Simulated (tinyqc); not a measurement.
# Slope factor and drain-induced lowering from three currents

Problem. With source and body at 0 V, I = A exp((Vg + dd Vd)/(nf Vt)) (1 - exp(-Vd/Vt)). Find nf, the swing nf Vt ln 10 and dd.

Values chosen for this exercise: temperature T = 300 K.

Constants: q = 1.602176634e-19 C, kB = 1.380649e-23 J/K, Vt = kB T/q. Results are converted to the units shown.

currents at (Vg, Vd) = (0, 0.05), (0, 0.9) and (0.11, 0.9) V (nA/um): [0.0014582634, 0.014467189, 0.45999918]

Solution. The pair at equal Vd gives nf; the pair at equal Vg, after dividing out the factors 1 - exp(-Vd/Vt), gives dd.

nf = 1.23
swing = 73.2 mV/decade
dd = 0.0800

Computed by the program tinyqc: `OMP_NUM_THREADS=1 python tinyqc.py 2242172 2242173 out.jsonl`, one thread of a shared Intel Xeon 2.30GHz, about 0.04 s for the whole run.
